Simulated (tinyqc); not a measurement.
Specific resistance of a metal-semiconductor contact and its transmission-line measurement: one step, computed by the program tinyqc.

The barrier is parabolic (depletion approximation), energies E are normal energies counted from the band edge in the neutral semiconductor (downwards for holes), and the bias is zero. xi is an input, held fixed when other inputs move.

Problem. Current crowding. Transmission-line model: transfer length L_T = sqrt(rho_c/R_sh); R_c = (R_sh L_T/W) coth(d/L_T). Limits: rho_c/(W d) for d << L_T, sqrt(rho_c R_sh)/W for d >> L_T.

Inputs (values chosen for the exercise, modelled on n-type GaAs):
```
quantity,value,unit
temperature T,200,K
sheet resistance R_sh,15,ohm
contact length d,8.7,micrometre
contact width W,1.3,micrometre
```

Image-force lowering: left out.

specific contact resistance rho_c = 3.168122e-06 ohm cm^2

Give: transfer length L_T; d/L_T; contact resistance R_c; R_c W; short-contact limit; long-contact limit.

Solution.

transfer length L_T = 4.596 micrometre

d/L_T = 1.893

contact resistance R_c = 55.49 ohm

R_c W = 72.14 ohm micrometre

short-contact limit = 28.01 ohm

long-contact limit = 53.03 ohm

The contact is about one transfer length long, between the two limits.
